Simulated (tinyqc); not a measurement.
Worked calculation: fitting sp3s* parameters to three gaps by Newton steps. Values are carried at full precision from step to step, so a last printed digit may differ when a step is redone from the rounded ones.

sp3s* tight binding, nearest neighbours only: anion (a) at 0, cation (c) at a/4 (1,1,1), orbitals s, px, py, pz, s* on each; k in units of 2 pi/a. With phases e_j = exp(i (pi/2) k.n_j) for n = (1,1,1), (1,-1,-1), (-1,1,-1), (-1,-1,1): g0 = (e1+e2+e3+e4)/4, g1 = (e1+e2-e3-e4)/4, g2 = (e1-e2+e3-e4)/4, g3 = (e1-e2-e3+e4)/4. The diagonal holds the levels Esa, Epa, Exa (s*) and Esc, Epc, Exc. Anion-cation block: <sa|sc> = Vss g0; <sa|xc> = Vsapc g1; <xa|sc> = -Vscpa g1; <xa|xc> = Vxx g0; <xa|yc> = <ya|xc> = Vxy g3, <xa|zc> = <za|xc> = Vxy g2, <ya|zc> = <za|yc> = Vxy g1; <s*a|xc> = Vxapc g1; <xa|s*c> = -Vpaxc g1; y and z take g2 and g3 in place of g1; s-s* and s*-s* vanish.

Gaps are level 5 at Gamma, X = (1,0,0) and L = (1/2,1/2,1/2) less level 4 at Gamma; no spin-orbit coupling. Free parameters: Esc, Vxapc and Vpaxc. H is linear in them, so by Hellmann-Feynman J_ij = <u|dH/dp_j|u> for level 5 at point i less the same for level 4 at Gamma. Newton: p(new) = p + J^-1 (target - gaps); stop when all misses are below 1e-7 eV.

Values chosen for the exercise (out of a larger set: near a published set for InP, fitted to gaps, whose masses and valley positions are rough; not measured data): p = (-8.523, 0.873, -1.49, 4.059, 8.36, 7.019, -5.38, 1.874, 4.279, 2.201, 5.522, 3.471, 4.457) eV (start, order Esa, Epa, Esc, Epc, Exa, Exc, Vss, Vxx, Vxy, Vsapc, Vscpa, Vxapc, Vpaxc); tg = (1.5915, 2.3191, 1.8734) eV (target gaps at Gamma, X, L).

## Gaps of the starting set

Compute the gaps and the misses.

gaps (eV): Gamma 1.4144, X 2.4522, L 1.8483

target less gap (eV): Gamma 0.1771, X -0.1331, L 0.0251

## The Jacobian

Form J and its singular values.

J:
```
          Esc    Vxapc    Vpaxc
Gamma  0.7736   0.0000   0.0000
X      0.0000  -0.8487   0.0000
L      0.4018  -0.2592  -0.1105
```

singular values: 0.9389  0.8179  0.0944

The gap at Gamma answers to Esc. The condition number is 9.9.

## The first Newton step

Solve J dp = target less gap; the columns of J are Esc, Vxapc and Vpaxc.

dp (eV): Esc 0.229, Vxapc 0.157, Vpaxc 0.238

## The iteration

Repeat with J formed anew.

Newton steps (eV):
```
i      Esc   Vxapc   Vpaxc   Gamma       X       L  largest miss
0  -1.4900  3.4710  4.4570  1.4144  2.4522  1.8483          0.18
1  -1.2610  3.6278  4.6950  1.5922  2.3184  1.8740       0.00071
2  -1.2619  3.6270  4.7000  1.5915  2.3191  1.8734       8.8e-07
3  -1.2619  3.6270  4.7000  1.5915  2.3191  1.8734       1.1e-12
```

Converged in 3 steps; the miss goes 0.18, 0.00071, 8.8e-07, 1.1e-12, about squaring each time once it is small. The largest change is 0.243 eV in Vpaxc, for a first miss of 0.177 eV.

## Checks

- J by Hellmann-Feynman against central differences: largest difference 3.1e-10.

Run: tinyqc, `OMP_NUM_THREADS=1 python tinyqc.py 1450082 1450083 out.jsonl`; Intel(R) Xeon(R) Processor @ 2.30GHz, one thread, shared host; about 0.2 s of CPU time with all checks.
